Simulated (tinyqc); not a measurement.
Holstein polaron on two sites: one step, computed by the program tinyqc. Command: `OMP_NUM_THREADS=1 python tinyqc.py 3023035 3023036 out.jsonl holstein walk`. One thread of a shared host (Intel(R) Xeon(R) Processor @ 2.30GHz), about 0.01 s of CPU time with the checks.

One electron on sites 1 and 2: H = -t (c1+ c2 + c2+ c1) + hbar omega sum_i b_i+ b_i - g hbar omega sum_i n_i (b_i + b_i+). The symmetric phonon shifts the energy by -g^2 hbar omega/2 and drops out; with b = (b_1 - b_2)/sqrt(2) there remains H = -t sigma_x + hbar omega b+ b - (g hbar omega/sqrt(2)) sigma_z (b + b+). Parity splits it into blocks p = +1 and -1 over phonon numbers n. Zero-point energies are left out. Weights Z refer to mode b alone; the displaced symmetric mode multiplies the full zero-phonon weight by exp(-g^2/2).

Task: The even block in a small basis. Block p: H_nn = n hbar omega - p t (-1)^n - g^2 hbar omega/2, H_(n,n+1) = -(g hbar omega/sqrt(2)) sqrt(n + 1). Take p = +1 and n = 0..N-1.

Inputs (values chosen for the exercise, for a model dimer): hopping t = 250 meV; phonon energy hbar omega = 103 meV; coupling g = 3; phonon levels kept N = 4.

Give: H, even block.

Result:

H, even block (meV):
$$\begin{pmatrix}
-713.50 & -218.50 & 0.00 & 0.00 \\
-218.50 & -110.50 & -309.00 & 0.00 \\
0.00 & -309.00 & -507.50 & -378.45 \\
0.00 & 0.00 & -378.45 & 95.50
\end{pmatrix}$$
